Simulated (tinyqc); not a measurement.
Worked calculation: two-node Weyl semimetal on a cubic lattice and its slab. Values are carried at full precision from step to step, so a last printed digit may differ when a step is redone from the rounded ones.

H = d.s with dx = t sin kx, dy = t sin ky, dz = m (2 - cos kx - cos ky) + M(kz), M = tz (cos k0 - cos kz), k in 1/a. Nodes at (0, 0, +/-k0). Berry curvature of the lower band along z: Omega = d.(dd/dkx x dd/dky)/(2|d|^3), in the sense curl of i<u|grad u>.

Values chosen for the exercise: t = 0.4 eV (hopping in sx and sy); m = 0.87 eV (mass term); tz = 0.93 eV (hopping along z); k0 = 1.75 1/a (position of the nodes); k = (0.53, -0.81, 1.79) 1/a (wave vector); N = 4 (layers of the small slab); ky = 0.25 1/a; kz = 2.04 1/a.

## One k point

Form M, d, E = -/+ |d| and Omega.

M(kz) = 0.0365 eV

dx, dy, dz (eV): 0.2022  -0.2897  0.4260

|E| = 0.5534 eV
Omega = -0.1386 a^2

## The nodes

Near (0,0,+/-k0): d = (t qx, t qy, +/- tz sin(k0) qz). The chirality is the sign of the product of the three velocities. Each plane of fixed kz with -2m < M < 0 has Chern number -1 in the sense above, so the sum over planes gives sigma_xy of size (e^2/h) 2 k0/(2 pi a).

velocities at +k0 (eV a): 0.4000  0.4000  0.9151

chirality: +k0 1, -k0 -1

|sigma_xy| = 0.5570 e^2/(h a)
M(0) = -1.0958 eV

## The slab at one surface momentum

Slab of N layers along x with hard walls: layer block t sin(ky) sy + (m (2 - cos ky) + M(kz)) sz, block to the next layer t sx/(2i) - m sz/2.

Fill in the matrix.

H (eV), lower triangle (Hermitian):
```
         1+       1-       2+       2-       3+       3-       4+       4-
1+   1.1518
1-  0.0990i  -1.1518
2+  -0.4350  0.2000i   1.1518
2-  0.2000i   0.4350  0.0990i  -1.1518
3+        0        0  -0.4350  0.2000i   1.1518
3-        0        0  0.2000i   0.4350  0.0990i  -1.1518
4+        0        0        0        0  -0.4350  0.2000i   1.1518
4-        0        0        0        0  0.2000i   0.4350  0.0990i  -1.1518
```

## Levels and layer weights of the middle pair

Diagonalise; sum the weights over the two components of each layer.

levels (eV): -1.8686  -1.4574  -0.9346  -0.4816  0.4816  0.9346  1.4574  1.8686

weights:
```
       layer 1  layer 2  layer 3  layer 4
lower    0.168    0.354    0.336    0.142
upper    0.142    0.336    0.354    0.168
```

The matrix belongs to ky = 0.25, kz = 2.04, where the mass m (1 - cos ky) + M(kz) is +0.2818 eV and t sin(ky) = 0.0990 eV. A positive mass binds no surface state: the middle pair is a confined bulk state.

## Checks

- Omega from the formula against a plaquette of side 1e-4: both -0.1386.
- C of the plane kz = 0 against -1: both -1.00.

(tinyqc, `OMP_NUM_THREADS=1 python tinyqc.py 1481263 1481264 out.jsonl`, Intel(R) Xeon(R) Processor @ 2.30GHz, 1 thread, shared host, about 0.2 s.)
